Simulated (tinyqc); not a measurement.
Changing the unstable fault energy gamma_us: straight dislocations in isotropic elasticity: fields, energies, partials, Peierls stress and walls. Computed by tinyqc, a small Python program. Command: `OMP_NUM_THREADS=1 python tinyqc.py 3026249 3026250 out.jsonl disloc sweep`. One thread of a shared host (Intel(R) Xeon(R) Processor @ 2.30GHz), about 0.01 s of CPU time with the checks.

The line runs along z, the glide plane is y = 0, and beta is the angle between b and the line (0 screw, 90 degrees edge): b_e = b sin(beta) along +x with the extra half plane at y > 0, b_s = b cos(beta). Stress is positive in tension.

Inputs (values chosen for the exercise, modelled on nickel):
```
quantity                   value      unit
shear modulus G             81.9       GPa
Poisson ratio nu             0.3         -
Burgers vector b           2.492  angstrom
dislocation density rho  2.1e+14     1/m^2
core radius r0/b               1         -
```

Character: screw.

Constants: 1 eV/angstrom^3 = 160.2176634 GPa.

Method:
- Energy factor K = G [cos^2(beta) + sin^2(beta)/(1 - nu)].
- E = K b^2/(4 pi) ln(R/r0) with R = 1/(2 sqrt(rho)); tension T = E + d^2E/d(beta)^2 = G b^2 [1 + nu - 3 nu sin^2(beta)]/(4 pi (1 - nu)) ln(R/r0). The core energy is taken into r0.
- Misfit energy gamma(u) = (gamma_us/2)(1 - cos(2 pi u/b)), so the largest restoring stress is tau_max = pi gamma_us/b; u(x) = b/2 + (b/pi) arctan(x/zeta), zeta = K b/(4 pi tau_max). Summing the misfit energy over atomic rows a' apart gives, for a wide core, W_P = (K b^2/pi) exp(-2 pi zeta/a') and sigma_P = (K b/a') exp(-2 pi zeta/a'); a' = b/2 for edge and 30-degree lines, b sqrt(3)/2 for screw and 60-degree lines.

One run for each value; columns: (1) unstable fault energy gamma_us (mJ/m^2); (2) half width zeta (angstrom); (3) Peierls stress sigma_P (MPa); (4) Peierls barrier W_P (meV/nm); (5) tau_max (GPa):
```
(1)      (2)         (3)         (4)     (5)
164   7.8555  1.1045e-05  1.1802e-06   2.068
207   6.2237  1.2778e-03  1.3653e-04   2.610
260   4.9550  5.1356e-02  5.4873e-03   3.278
327   3.9398  9.8691e-01  1.0545e-01   4.122
411   3.1346  1.0289e+01  1.0994e+00   5.181
517   2.4919  6.6833e+01  7.1410e+00   6.518
650   1.9820  2.9491e+02  3.1510e+01   8.194
1030  1.2508  2.4789e+03  2.6486e+02  12.985
```

Give the missing row, unstable fault energy gamma_us (mJ/m^2) = 817.

Computed row; columns: (1) unstable fault energy gamma_us (mJ/m^2); (2) half width zeta (angstrom); (3) Peierls stress sigma_P (MPa); (4) Peierls barrier W_P (meV/nm); (5) tau_max (GPa):
```
(1)     (2)         (3)         (4)     (5)
817  1.5769  9.5928e+02  1.0250e+02  10.300
```

Interpolating between the two neighbouring rows (the first column on a logarithmic scale, the others too where they are positive) misses most in Peierls barrier W_P (meV/nm), by 11 %. Over the rows, half width zeta (angstrom) falls from 7.86 to 1.25 (exponent d ln y / d ln x about -1.0 throughout); Peierls stress sigma_P (MPa) rises from 1.10e-5 to 2480 (exponent d ln y / d ln x 20 between the first rows and 4.1 between the last); Peierls barrier W_P (meV/nm) rises from 1.18e-6 to 265 (exponent d ln y / d ln x 20 between the first rows and 4.1 between the last). The exponent of half width zeta stays at -1: a stiffer glide plane narrows the core. sigma_P spans 8.4 decades while gamma_us changes by a factor 6.3: the width sits in an exponent. Stiff directional bonds give narrow cores and hard crystals.

Caution (rows 164, 207): so small a Peierls stress means only that the model finds negligible lattice resistance; its value is not a prediction. Caution (rows 517, 650, 817, 1030): real fcc metals have far lower Peierls stresses, since their dislocations are split into partials.
